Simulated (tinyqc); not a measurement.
Inside a calculation. Method: CCD on RHF in the sto-3g basis, for H3+, spin multiplicity 1. One step of it, computed by the program tinyqc.

Question. Iteration 1: building the Fock matrix. J_ij = sum D_kl (ij|kl), K_ij = sum D_kl (ik|jl); F = H + J - 0.5 K; E = tr D H + tr D J / 2 - 0.25 tr D K + E_nn.

D at the start, order 1H 1s, 2H 1s, 3H 1s:
```
[[0.563956, 0.397493, 0.397366],
 [0.397493, 0.280165, 0.280075],
 [0.397366, 0.280075, 0.279986]]
```

core Hamiltonian H = T + V (hartree), order 1H 1s, 2H 1s, 3H 1s:
```
[[-1.409487, -0.794549, -0.794376],
 [-0.794549, -1.325728, -0.574008],
 [-0.794376, -0.574008, -1.325660]]
```

Two-electron integrals (ij|kl) in chemists' order, unique and non-zero (hartree):
```
(11|11) 0.774606   (21|11) 0.265974   (21|21) 0.121009   (22|11) 0.447002
(22|21) 0.265974   (22|22) 0.774606   (31|11) 0.265902   (31|21) 0.102397
(31|22) 0.189527   (31|31) 0.120951   (32|11) 0.153027   (32|21) 0.075037
(32|22) 0.175999   (32|31) 0.075021   (32|32) 0.058111   (33|11) 0.446950
(33|21) 0.189554   (33|22) 0.378092   (33|31) 0.265902   (33|32) 0.175999
(33|33) 0.774606
```

nuclear repulsion = 1.35350909 hartree

Give: Coulomb J; exchange K; Fock matrix F; total energy of this density.

Answer.

Coulomb J (hartree), order 1H 1s, 2H 1s, 3H 1s:
```
[[1.1957, 0.4972, 0.4971],
 [0.4972, 1.0356, 0.3367],
 [0.4971, 0.3367, 1.0355]]
```

exchange K (hartree), order 1H 1s, 2H 1s, 3H 1s:
```
[[0.9847, 0.6469, 0.6467],
 [0.6469, 0.6712, 0.4888],
 [0.6467, 0.4888, 0.6709]]
```

Fock matrix F (hartree), order 1H 1s, 2H 1s, 3H 1s:
```
[[-0.7062, -0.6208, -0.6207],
 [-0.6208, -0.6257, -0.4817],
 [-0.6207, -0.4817, -0.6257]]
```

total energy of this density = -1.210149 hartree
